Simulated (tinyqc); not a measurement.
Comparisons within one model: optical gain and spontaneous emission in a bulk direct-gap semiconductor. A value that a table varies takes the place of the one given here.

Parabolic bands, vertical transitions, no excitons. For each hole band j: mr = me mj/(me + mj); joint density of states J_j(E) = (mr/c)^(3/2) sqrt(E - Eg)/(2 pi^2), both spins, c = hbar^2/2m0; averaged matrix element |e.p|^2 = m0 Ep/6; alpha_j(E) = 4 pi^2 alpha_f c Ep J_j/(3 nr E) in 1/angstrom (alpha_f the fine-structure constant, listed as alpha among the constants), times 1e8 for 1/cm.

F_j(eta) = (1/Gamma(j + 1)) integral_0^infinity x^j dx/(1 + exp(x - eta)), which tends to exp(eta) for eta << 0.

Quasi-Fermi levels: n = Nc F_1/2(Fc/kT) and p = Nv F_1/2(Fv/kT), Fc counted up from the conduction edge and Fv down from the valence edge; Nc, Nv from N = 2 (m kB T/(4 pi c))^(3/2) with c = hbar^2/2m0, in 1/angstrom^3; times 1e24 for 1/cm^3, with me and (mhh^(3/2) + mlh^(3/2))^(2/3).

For band j the electron sits at Ee = (E - Eg) mr/me above its edge and the hole at Eh = (E - Eg) mr/mj; fe = 1/(1 + exp((Ee - Fc)/kT)), fh = 1/(1 + exp((Eh - Fv)/kT)); gain g = sum_j alpha_j (fe + fh - 1).

Spontaneous rate: R = integral of (nr E/(hbar c))^2/(pi^2 hbar) sum_j alpha_j fe fh dE, with alpha in 1/cm and (nr E/(hbar c))^2 in 1/cm^2 (1e16 per 1/angstrom^2); B = R/(n p); lifetime n/R.

Constants: hbar^2/2m0 = 3.80998211 eV angstrom^2; fine-structure constant alpha = 0.007297352564; kB = 8.617333262e-05 eV/K; hbar = 6.58211957e-16 eV s; hbar c = 1973.269805 eV angstrom.

Parameters, chosen for this exercise (near those of InGaAs; the results hold for these values, not for the real material): Eg = 0.766 eV (direct gap); me = 0.0394 m0 (electron mass); mhh = 0.475 m0 (heavy-hole mass); mlh = 0.0506 m0 (light-hole mass); Ep = 23.4 eV (Kane energy); nr = 3.54 (refractive index); T = 350 K; n = 2.7e+18 1/cm^3 (injected density, n = p).

## Peak gain against injection

The peak is the largest g over E; a dash marks no gain.

Gain:

| n (1/cm^3) | Fc (eV) | Fv (eV) | peak gain (1/cm) | peak E - Eg (eV) | B (cm^3/s) |
|---|---|---|---|---|---|
| 4.4e+17 | 0.0359 | -0.0958 | - | - | 1.07e-10 |
| 7.0e+17 | 0.0605 | -0.0816 | - | - | 1.02e-10 |
| 1.0e+18 | 0.0831 | -0.0705 | 28 | 0.0043 | 9.63e-11 |
| 1.2e+18 | 0.0963 | -0.0648 | 104 | 0.0115 | 9.32e-11 |
| 1.6e+18 | 0.1201 | -0.0558 | 282 | 0.0252 | 8.80e-11 |
| 2.0e+18 | 0.1414 | -0.0486 | 457 | 0.0379 | 8.37e-11 |
| 2.6e+18 | 0.1705 | -0.0401 | 700 | 0.0551 | 7.84e-11 |
| 3.5e+18 | 0.2097 | -0.0303 | 1018 | 0.0766 | 7.23e-11 |

transparency density (Fc + Fv = 0) = 8.80e+17 1/cm^3

Gain starts at 8.80e+17 1/cm^3, where Fc = -Fv = 0.0745 eV: with Nv/Nc = 43 the electrons must be degenerate before the holes are. The slope of peak gain against n is 3.84e-16 cm^2 between the first two rows with gain and 3.54e-16 between the last two; the peak moves from 0.0043 to 0.0766 eV above the gap as the bands fill, and B falls by a factor 1.48. Line broadening and gap shrinkage are left out.

## Gain spectrum

At the density n.

Spectrum:

| E - Eg (eV) | alpha, empty (1/cm) | fe, heavy | fh, heavy | g (1/cm) |
|---|---|---|---|---|
| 0.005 | 1547 | 0.996 | 0.214 | 320 |
| 0.010 | 2173 | 0.996 | 0.212 | 438 |
| 0.020 | 3034 | 0.994 | 0.207 | 578 |
| 0.030 | 3670 | 0.993 | 0.203 | 660 |
| 0.045 | 4411 | 0.988 | 0.197 | 723 |
| 0.060 | 5001 | 0.981 | 0.191 | 737 |
| 0.080 | 5638 | 0.966 | 0.184 | 693 |
| 0.100 | 6158 | 0.939 | 0.176 | 565 |
| 0.130 | 6786 | 0.861 | 0.165 | 137 |
| 0.170 | 7429 | 0.646 | 0.152 | -1126 |
| 0.220 | 8023 | 0.283 | 0.136 | -3530 |

Fc + Fv = 0.1362 eV

g is positive below E - Eg = 0.1362 eV; the largest value listed is 737 1/cm at 0.060 eV. At 0.220 eV above the gap g is -0.44 times the absorption of the empty crystal, whose limit is -1.

## Transparency density and B against temperature

Eg is held fixed; B is taken at n = 1e15 1/cm^3.

Results:

| T (K) | transparency density (1/cm^3) | Fc/kT there | B (cm^3/s) |
|---|---|---|---|
| 100 | 1.34e+17 | 2.470 | 7.45e-10 |
| 150 | 2.47e+17 | 2.470 | 4.09e-10 |
| 200 | 3.80e+17 | 2.470 | 2.68e-10 |
| 250 | 5.31e+17 | 2.470 | 1.94e-10 |
| 300 | 6.98e+17 | 2.470 | 1.48e-10 |
| 350 | 8.80e+17 | 2.470 | 1.19e-10 |
| 400 | 1.07e+18 | 2.470 | 9.80e-11 |
| 500 | 1.50e+18 | 2.470 | 7.12e-11 |

Fc/kT at transparency stays at 2.470, since it depends on Nv/Nc alone, so the density goes as T^1.50. B goes as T^-1.46, against T^-1.5 for non-degenerate carriers: hot carriers spread over k and fewer pairs share a wave vector.

## What moves transparency and gain

Transparency is Fc + Fv = 0; the peak is the largest g over E at the density n (0 if none). Each row changes one parameter from the base and keeps the others.

Results:

| case | transparency density (1/cm^3) | Fc + Fv (eV) | peak gain (1/cm) |
|---|---|---|---|
| base | 8.80e+17 | 0.1362 | 738 |
| me = 0.0453 m0 | 1.01e+18 | 0.1121 | 781 |
| mhh = 0.285 m0 | 6.88e+17 | 0.1610 | 1306 |
| Ep = 25.7 eV | 8.80e+17 | 0.1362 | 810 |
| T = 390 K | 1.03e+18 | 0.1247 | 608 |
| n = 3.51e+18 1/cm^3 | 8.80e+17 | 0.1800 | 1022 |
| nr = 3.72 | 8.80e+17 | 0.1362 | 702 |

The largest shifts from the base row, up to three for each result and ties (the steps differ in size, so this ranks the rows, not the parameters). transparency density (1/cm^3): mhh -1.92e+17, T +1.55e+17, me +1.33e+17; unchanged at the printed digits by Ep, n and nr. Fc + Fv (eV): n +0.0438, mhh +0.0248, me -0.0241; unchanged at the printed digits by Ep and nr. peak gain (1/cm): mhh +569, n +284, T -130.

tinyqc: `OMP_NUM_THREADS=1 python tinyqc.py 1652688 1652689 out.jsonl`; about 0.1 s, one thread, shared Intel(R) Xeon(R) Processor @ 2.30GHz.
